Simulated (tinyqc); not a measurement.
Hueckel theory of the pi electrons, for the molecule c1ccc2cc3ccccc3cc2c1 (SMILES; centres numbered as the heavy atoms are written), step by step. Computed by tinyqc, a small Python program that keeps every step. Settings: charge = 0. Command: `OMP_NUM_THREADS=1 python tinyqc.py 26118 26119 out.jsonl` (the two numbers bound the seeds that draw the settings). One thread of a shared host (Intel(R) Xeon(R) Processor @ 2.60GHz), about 0.02 s of CPU time with the checks.

## The Hueckel matrix

Centres:
```
centre,"z_r, pi electrons of the neutral centre",h
1C,1,0.00000
2C,1,0.00000
3C,1,0.00000
4C,1,0.00000
5C,1,0.00000
6C,1,0.00000
7C,1,0.00000
8C,1,0.00000
9C,1,0.00000
10C,1,0.00000
11C,1,0.00000
12C,1,0.00000
13C,1,0.00000
14C,1,0.00000
```

Bonds:
```
i,j,k
1,2,1
2,3,1
3,4,1
4,5,1
5,6,1
6,7,1
7,8,1
8,9,1
9,10,1
10,11,1
11,12,1
12,13,1
13,14,1
14,1,1
13,4,1
11,6,1
```

H_rr = alpha + h_r beta, H_rs = k_rs beta for bonded centres.

Hueckel matrix in units of beta (H = alpha + beta A):
```
,1C,2C,3C,4C,5C,6C,7C,8C,9C,10C,11C,12C,13C,14C
1C,0.00000,1.00000,0.00000,0.00000,0.00000,0.00000,0.00000,0.00000,0.00000,0.00000,0.00000,0.00000,0.00000,1.00000
2C,1.00000,0.00000,1.00000,0.00000,0.00000,0.00000,0.00000,0.00000,0.00000,0.00000,0.00000,0.00000,0.00000,0.00000
3C,0.00000,1.00000,0.00000,1.00000,0.00000,0.00000,0.00000,0.00000,0.00000,0.00000,0.00000,0.00000,0.00000,0.00000
4C,0.00000,0.00000,1.00000,0.00000,1.00000,0.00000,0.00000,0.00000,0.00000,0.00000,0.00000,0.00000,1.00000,0.00000
5C,0.00000,0.00000,0.00000,1.00000,0.00000,1.00000,0.00000,0.00000,0.00000,0.00000,0.00000,0.00000,0.00000,0.00000
6C,0.00000,0.00000,0.00000,0.00000,1.00000,0.00000,1.00000,0.00000,0.00000,0.00000,1.00000,0.00000,0.00000,0.00000
7C,0.00000,0.00000,0.00000,0.00000,0.00000,1.00000,0.00000,1.00000,0.00000,0.00000,0.00000,0.00000,0.00000,0.00000
8C,0.00000,0.00000,0.00000,0.00000,0.00000,0.00000,1.00000,0.00000,1.00000,0.00000,0.00000,0.00000,0.00000,0.00000
9C,0.00000,0.00000,0.00000,0.00000,0.00000,0.00000,0.00000,1.00000,0.00000,1.00000,0.00000,0.00000,0.00000,0.00000
10C,0.00000,0.00000,0.00000,0.00000,0.00000,0.00000,0.00000,0.00000,1.00000,0.00000,1.00000,0.00000,0.00000,0.00000
11C,0.00000,0.00000,0.00000,0.00000,0.00000,1.00000,0.00000,0.00000,0.00000,1.00000,0.00000,1.00000,0.00000,0.00000
12C,0.00000,0.00000,0.00000,0.00000,0.00000,0.00000,0.00000,0.00000,0.00000,0.00000,1.00000,0.00000,1.00000,0.00000
13C,0.00000,0.00000,0.00000,1.00000,0.00000,0.00000,0.00000,0.00000,0.00000,0.00000,0.00000,1.00000,0.00000,1.00000
14C,1.00000,0.00000,0.00000,0.00000,0.00000,0.00000,0.00000,0.00000,0.00000,0.00000,0.00000,0.00000,1.00000,0.00000
```

## Orbitals

pi electrons, sum of z_r less the charge = 14

Diagonalise; E = alpha + x beta with beta < 0, so the largest x are filled first; degenerate levels share their electrons. P = sum n_i c_ri c_si; each orbital has its largest coefficient positive (the first on a tie).

x values: 2.41421  2.00000  1.41421  1.41421  1.00000  1.00000  0.41421  -0.41421  -1.00000  -1.00000  -1.41421  -1.41421  -2.00000  -2.41421

occupations: 2.00000  2.00000  2.00000  2.00000  2.00000  2.00000  2.00000  0.00000  0.00000  0.00000  0.00000  0.00000  0.00000  0.00000

coefficients:
```
,MO1,MO2,MO3,MO4,MO5,MO6,MO7,MO8,MO9,MO10,MO11,MO12,MO13,MO14
1C,0.15195,0.28868,0.42235,0.01387,0.40794,0.01595,0.21987,0.21987,0.00000,0.40825,0.00000,0.42258,0.28868,-0.15195
2C,0.15195,0.28868,0.36571,-0.21172,0.19015,0.36126,-0.21987,0.21987,0.35355,-0.20412,-0.22361,-0.35857,-0.28868,0.15195
3C,0.21488,0.28868,0.09485,-0.31328,-0.21778,0.34531,-0.31094,-0.31094,-0.35355,-0.20412,0.31623,0.08452,0.28868,-0.21488
4C,0.36683,0.28868,-0.23158,-0.23133,-0.40794,-0.01595,0.09107,-0.09107,0.00000,0.40825,-0.22361,0.23905,-0.28868,0.36683
5C,0.30389,0.00000,-0.32750,-0.32715,0.00000,0.00000,0.43973,0.43973,0.00000,0.00000,0.31623,-0.33806,0.00000,-0.30389
6C,0.36683,-0.28868,-0.23158,-0.23133,0.40794,0.01595,0.09107,-0.09107,0.00000,-0.40825,-0.22361,0.23905,0.28868,0.36683
7C,0.21488,-0.28868,0.09485,-0.31328,0.21778,-0.34531,-0.31094,-0.31094,0.35355,0.20412,0.31623,0.08452,-0.28868,-0.21488
8C,0.15195,-0.28868,0.36571,-0.21172,-0.19015,-0.36126,-0.21987,0.21987,-0.35355,0.20412,-0.22361,-0.35857,0.28868,0.15195
9C,0.15195,-0.28868,0.42235,0.01387,-0.40794,-0.01595,0.21987,0.21987,0.00000,-0.40825,0.00000,0.42258,-0.28868,-0.15195
10C,0.21488,-0.28868,0.23158,0.23133,-0.21778,0.34531,0.31094,-0.31094,0.35355,0.20412,0.22361,-0.23905,0.28868,0.21488
11C,0.36683,-0.28868,-0.09485,0.31328,0.19015,0.36126,-0.09107,-0.09107,-0.35355,0.20412,-0.31623,-0.08452,-0.28868,-0.36683
12C,0.30389,0.00000,-0.13413,0.44305,0.00000,0.00000,-0.43973,0.43973,0.00000,0.00000,0.44721,0.11952,0.00000,0.30389
13C,0.36683,0.28868,-0.09485,0.31328,-0.19015,-0.36126,-0.09107,-0.09107,0.35355,-0.20412,-0.31623,-0.08452,0.28868,-0.36683
14C,0.21488,0.28868,0.23158,0.23133,0.21778,-0.34531,0.31094,-0.31094,-0.35355,-0.20412,0.22361,-0.23905,-0.28868,0.21488
```

charge and bond-order matrix P:
```
,1C,2C,3C,4C,5C,6C,7C,8C,9C,10C,11C,12C,13C,14C
1C,1.00000,0.58587,0.00000,-0.21717,0.00000,0.11616,0.00000,-0.08080,0.00000,0.07073,0.00000,-0.20203,0.00000,0.73739
2C,0.58587,1.00000,0.73739,0.00000,-0.20203,0.00000,0.07073,0.00000,-0.08080,0.00000,0.11616,0.00000,-0.21717,0.00000
3C,0.00000,0.73739,1.00000,0.53536,0.00000,-0.13130,0.00000,0.07073,0.00000,-0.03536,0.00000,0.10102,0.00000,-0.36870
4C,-0.21717,0.00000,0.53536,1.00000,0.60609,0.00000,-0.13130,0.00000,0.11616,0.00000,-0.18181,0.00000,0.48486,0.00000
5C,0.00000,-0.20203,0.00000,0.60609,1.00000,0.60609,0.00000,-0.20203,0.00000,0.10102,0.00000,-0.40406,0.00000,0.10102
6C,0.11616,0.00000,-0.13130,0.00000,0.60609,1.00000,0.53536,0.00000,-0.21717,0.00000,0.48486,0.00000,-0.18181,0.00000
7C,0.00000,0.07073,0.00000,-0.13130,0.00000,0.53536,1.00000,0.73739,0.00000,-0.36870,0.00000,0.10102,0.00000,-0.03536
8C,-0.08080,0.00000,0.07073,0.00000,-0.20203,0.00000,0.73739,1.00000,0.58587,0.00000,-0.21717,0.00000,0.11616,0.00000
9C,0.00000,-0.08080,0.00000,0.11616,0.00000,-0.21717,0.00000,0.58587,1.00000,0.73739,0.00000,-0.20203,0.00000,0.07073
10C,0.07073,0.00000,-0.03536,0.00000,0.10102,0.00000,-0.36870,0.00000,0.73739,1.00000,0.53536,0.00000,-0.13130,0.00000
11C,0.00000,0.11616,0.00000,-0.18181,0.00000,0.48486,0.00000,-0.21717,0.00000,0.53536,1.00000,0.60609,0.00000,-0.13130
12C,-0.20203,0.00000,0.10102,0.00000,-0.40406,0.00000,0.10102,0.00000,-0.20203,0.00000,0.60609,1.00000,0.60609,0.00000
13C,0.00000,-0.21717,0.00000,0.48486,0.00000,-0.18181,0.00000,0.11616,0.00000,-0.13130,0.00000,0.60609,1.00000,0.53536
14C,0.73739,0.00000,-0.36870,0.00000,0.10102,0.00000,-0.03536,0.00000,0.07073,0.00000,-0.13130,0.00000,0.53536,1.00000
```

Within a degenerate level the vectors are fixed only up to a rotation; this is one choice.

## Energy, charges, bond orders

E = sum n x; q_r = z_r - P_rr; bond order p = P_rs; free valence = sqrt(3) - sum of p over the bonds of the atom.

pi energy = 14 alpha + this times beta = 19.31371

pi charges: 1C 0.00000, 2C 0.00000, 3C 0.00000, 4C 0.00000, 5C 0.00000, 6C 0.00000, 7C 0.00000, 8C 0.00000, 9C 0.00000, 10C 0.00000, 11C 0.00000, 12C 0.00000, 13C 0.00000, 14C 0.00000

Bond orders and lengths from R = 1.517 - 0.180 p (angstrom, C-C alone):
```
bond,p,R
1-2,0.58587,1.41154
2-3,0.73739,1.38427
3-4,0.53536,1.42063
4-5,0.60609,1.40790
5-6,0.60609,1.40790
6-7,0.53536,1.42063
7-8,0.73739,1.38427
8-9,0.58587,1.41154
9-10,0.73739,1.38427
10-11,0.53536,1.42063
11-12,0.60609,1.40790
12-13,0.60609,1.40790
13-14,0.53536,1.42063
14-1,0.73739,1.38427
13-4,0.48486,1.42973
11-6,0.48486,1.42973
```

free valence of the carbons: 1C 0.40878, 2C 0.40878, 3C 0.45929, 4C 0.10574, 5C 0.51987, 6C 0.10574, 7C 0.45929, 8C 0.40878, 9C 0.40878, 10C 0.45929, 11C 0.10574, 12C 0.51987, 13C 0.10574, 14C 0.45929

gap between the highest filled and the next level = 0.82843 |beta|
